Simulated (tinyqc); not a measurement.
MOSFET in saturation, small-signal circuit and noise: one step of the calculation.

Bias by the inversion coefficient IC = I/Ispec (charge-based model with velocity saturation; weak inversion below 0.1, strong above 10). Common-source circuit: gm, gds, Cgs, Cgd and Cj at the inner nodes, Rg in series with the gate; quasi-static, no source or drain resistance, no gate-body capacitance, no substrate network, no induced gate noise, so fmax is an upper estimate.

Task. Current, transconductance and gain. Ispec = 2 n mu Cox (W/L) Vt^2, lc = Ls/L, gms = [sqrt((lc IC + 1)^2 + 4 IC) - 1]/[2 + lc (lc IC + 1)], gm = gms Ispec/(n Vt), gds = sg gm.

Inputs (values chosen for the exercise): temperature T = 293 K; gate length L = 40 nm; total gate width W = 5 um; gate capacitance Cox = 1.69 uF/cm^2; mobility mu = 340 cm^2/(V s); slope factor n = 1.15; velocity-saturation length Ls = 10 nm; ratio gds/gm sg = 0.1; inversion coefficient IC = 1.7.

Constants: q = 1.602176634e-19 C, kB = 1.380649e-23 J/K, Vt = kB T/q. Results are converted to the units shown.

Wanted: Ispec; I; gms; gm; gds; gm/I.

Result.

Ispec = 105.31 uA
I = 179.03 uA
gms = 0.83677
gm = 3.0350 mS
gds = 0.30350 mS
gm/I = 16.952 1/V

Computed by the program tinyqc: `OMP_NUM_THREADS=1 python tinyqc.py 2150119 2150120 out.jsonl`, one thread of a shared Intel Xeon 2.30GHz, about 0.01 s for the whole run.
